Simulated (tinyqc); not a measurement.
Rapid thermal processing of a wafer: radiative balance, ramp and cooling, pattern effects, pyrometer error and spike budget. Inputs raised by 10 %, one at a time. Computed by tinyqc, a small Python program. Command: `OMP_NUM_THREADS=1 python tinyqc.py 3112132 3112133 out.jsonl rtp sens`. One thread of a shared host (Intel(R) Xeon(R) Processor @ 2.30GHz), about 0.1 s of CPU time with the checks.

The wafer is opaque and uniform through its thickness unless said otherwise; temperatures in formulas are in kelvin (C + 273.15). sigma = 5.670374419e-12 W/(cm^2 K^4).

Inputs (values chosen for the exercise, modelled on a hot silicon wafer):

| quantity | value | unit |
|---|---|---|
| wafer thickness d | 725 | micrometre |
| heat capacity per volume C | 2.02 | J/(cm^3 K) |
| thermal conductivity k | 0.25 | W/(cm K) |
| emissivity eps of each face | 0.67 | - |
| reflectivity of the chamber walls r | 0.046 | - |
| gas heat-transfer coefficient h, both faces together | 0.87 | mW/(cm^2 K) |
| wall temperature T_w | 500 | K |
| process temperature | 734 | C |
| starting temperature | 450 | C |
| ramp rate | 56 | K/s |
| relative change of absorptivity over a pattern | 15 | % |
| period of the pattern | 8.3 | mm |
| pyrometer wavelength | 4.5 | micrometre |
| error of the assumed emissivity | 11 | % |
| activation energy of the process E_a | 1.24 | eV |

Constants: k_B = 8.617333262e-05 eV/K; h = 6.62607015e-34 J s; c = 299792458 m/s; k_B = 1.380649e-23 J/K.

Method:
- Effective emissivity between parallel grey plates: eps_eff = 1/(1/eps + 1/(1 - r) - 1). Loss per area q(T) = 2 eps_eff sigma (T^4 - T_w^4) + h (T - T_w).
- Absorbed power during a ramp = q(T) + C d x ramp rate; thermal time constant tau = C d/(dq/dT), dq/dT = 8 eps_eff sigma T^3 + h; natural cooling rate q/(C d); front-to-back difference under one-sided heating at the end of the ramp = (absorbed power) d/(2 k).
- Cooling with the lamps off: C d dT/dt = -q(T), integrated adaptively (relative tolerance 1e-10).
- Spike anneal: linear ramp to the peak, then lamps off. Equivalent time at the peak = int exp(-(E_a/k_B)(1/T - 1/T_peak)) dt; estimate (k_B T^2/E_a)(1/ramp rate + 1/cooling rate). The ramp part uses 4000 trapezoid steps, the cooling part 4000 steps over 4 tau.
- Time within 50 K of the peak from the same curves.
- At steady state a sinusoidal change of absorbed power of relative amplitude a and period p gives the temperature amplitude a q/(dq/dT + k d (2 pi/p)^2); healing length l = sqrt(k d/(dq/dT)); process change = E_a dT/(k_B T^2). Emissivity is taken as unchanged.
- Signal proportional to eps/(exp(c2/(lambda T)) - 1), c2 = h c/k_B. If the assumed emissivity is too high by the given error, the reading T' solves (1 + error)/(exp(c2/(lambda T')) - 1) = 1/(exp(c2/(lambda T)) - 1). Wien estimate: T' - T = -lambda T^2 ln(1 + error)/c2. Process rates go as exp(-E_a/(k_B T)).

Runs:

| input moved | from | to | holding power q (W/cm^2) | equivalent time, total (s) | amplitude (K) | reading less true temperature (K) |
|---|---|---|---|---|---|---|
| base run | - | - | 7.5545 | 2.7046 | 1.0594 | -30.819 |
| wafer thickness d (micrometre) | 725 | 797.5 | 7.5545 | 2.8641 | 0.9656 | -30.819 |
| emissivity eps of each face | 0.67 | 0.737 | 8.2414 | 2.5730 | 1.1526 | -30.819 |
| reflectivity of the chamber walls r | 0.046 | 0.0506 | 7.5311 | 2.7095 | 1.0562 | -30.819 |
| gas heat-transfer coefficient h, both faces together (mW/(cm^2 K)) | 0.87 | 0.957 | 7.5986 | 2.6938 | 1.0655 | -30.819 |
| ramp rate (K/s) | 56 | 61.6 | 7.5545 | 2.6037 | 1.0594 | -30.819 |
| activation energy of the process E_a (eV) | 1.24 | 1.364 | 7.5545 | 2.4494 | 1.0594 | -30.819 |
| error of the assumed emissivity (%) | 11 | 12.1 | 7.5545 | 2.7046 | 1.0594 | -33.640 |

Exponents ln(y'/y) / ln(x'/x):

| input | holding power q | equivalent time, total | amplitude | reading less true temperature |
|---|---|---|---|---|
| wafer thickness d | 0.000 | 0.601 | -0.972 | 0.000 |
| emissivity eps of each face | 0.913 | -0.523 | 0.885 | 0.000 |
| reflectivity of the chamber walls r | -0.033 | 0.019 | -0.032 | 0.000 |
| gas heat-transfer coefficient h, both faces together | 0.061 | -0.042 | 0.060 | 0.000 |
| ramp rate | 0.000 | -0.399 | 0.000 | 0.000 |
| activation energy of the process E_a | 0.000 | -1.040 | 0.000 | 0.000 |
| error of the assumed emissivity | 0.000 | 0.000 | 0.000 | 0.919 |

Among the inputs moved here: holding power q answers most in size to emissivity eps of each face (exponent +0.913), next to gas heat-transfer coefficient h, both faces together (+0.061); its exponent is below 0.0005 for wafer thickness d, ramp rate, activation energy of the process E_a, error of the assumed emissivity. Equivalent time, total answers most in size to activation energy of the process E_a (exponent -1.040), next to wafer thickness d (+0.601); its exponent is below 0.0005 for error of the assumed emissivity. Amplitude answers most in size to wafer thickness d (exponent -0.972), next to emissivity eps of each face (+0.885); its exponent is below 0.0005 for ramp rate, activation energy of the process E_a, error of the assumed emissivity. Reading less true temperature answers most in size to error of the assumed emissivity (exponent +0.919); its exponent is below 0.0005 for wafer thickness d, emissivity eps of each face, reflectivity of the chamber walls r, gas heat-transfer coefficient h, both faces together, ramp rate, activation energy of the process E_a.

Caution (all rows): below about 600 C lightly doped silicon is partly transparent at this wavelength, so its emissivity is not yet the hot value early in the ramp.
